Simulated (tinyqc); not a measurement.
Modulation-doped quantum well, Poisson-Schroedinger loop: one step of the calculation.

A well of width L centred at z = 0 between barriers Vb; effective-mass electrons, parabolic bands. The electrons come from donor sheets outside the mesh, a share fL of Ns on the left and the rest on the right, so the structure is neutral. Energies are counted from the band edge of the well, with U = 0 on the first node in the Hartree part.

Question. Density, output potential and mixing. n_i = sum_k N_k |psi_k|^2 (converted to cm^-3). Hartree part by Gauss: on the interval after node i the enclosed sheet charge is S_i = fL Ns - hz sum_(j<=i) n_j, and U_(i+1) = U_i + q S_i hz/(eps0 eps_r) in eV, U_1 = 0. Mixing: U(new) = U + a (U(out) - U).

Parameters, values chosen for the exercise; material values close to those of GaN in AlGaN:
```
symbol,value,unit,meaning
eps_r,9.53,,relative permittivity (all layers)
Ns,5.9e11,cm^-2,sheet density of electrons
fL,1,,share of the donors on the left side
a,0.5,,mixing factor
```

Constants: q = 1.602176634e-19 C, eps0 = 8.8541878128e-14 F/cm where lengths are in cm. Results are converted to the units shown.

```
node	z (nm)	self-consistent potential U at the start (eV)	|psi|^2 of E1 (1/nm)	|psi|^2 of E2 (1/nm)	|psi|^2 of E3 (1/nm)
1	-13.3	0	0.00000000	0.00000000	0.00000000
2	-11.4	0	0.00000001	0.00000006	0.00000014
3	-9.5	0	0.00000182	0.00000696	0.00001453
4	-7.6	0	0.00023332	0.00081650	0.00146928
5	-5.7	0	0.02455672	0.07857561	0.12202985
6	-3.8	0	0.06785983	0.12566179	0.05118587
7	-1.9	0	0.10823584	0.05809697	0.02390625
8	0	0	0.12454068	0.00000000	0.12910394
9	1.9	0	0.10823584	0.05809697	0.02390625
10	3.8	0	0.06785983	0.12566179	0.05118587
11	5.7	0	0.02455672	0.07857561	0.12202985
12	7.6	0	0.00023332	0.00081650	0.00146928
13	9.5	0	0.00000182	0.00000696	0.00001453
14	11.4	0	0.00000001	0.00000006	0.00000014
15	13.3	0	0.00000000	0.00000000	0.00000000
```

N_k (cm^-2): E1 5.4915048e11, E2 4.0505233e10, E3 3.4429187e8

Find: n; U(out); U after round 1.

Answer.

```
node	n (1e17 cm^-3)	U(out) (eV)	U after round 1 (eV)
1	0.0000	0.00000	0.000000
2	0.0000	0.02129	0.010643
3	0.0001	0.04257	0.021285
4	0.0162	0.06386	0.031928
5	1.6710	0.08513	0.042564
6	4.2373	0.10526	0.052629
7	6.1799	0.12248	0.061241
8	6.8436	0.13547	0.067735
9	6.1799	0.14377	0.071883
10	4.2373	0.14783	0.073914
11	1.6710	0.14898	0.074492
12	0.0162	0.14900	0.074498
13	0.0001	0.14900	0.074498
14	0.0000	0.14900	0.074498
15	0.0000	0.14900	0.074498
```

tinyqc, about 0.3 s, one thread, Intel Xeon 2.30GHz (shared host): `OMP_NUM_THREADS=1 python tinyqc.py 2140124 2140125 out.jsonl`
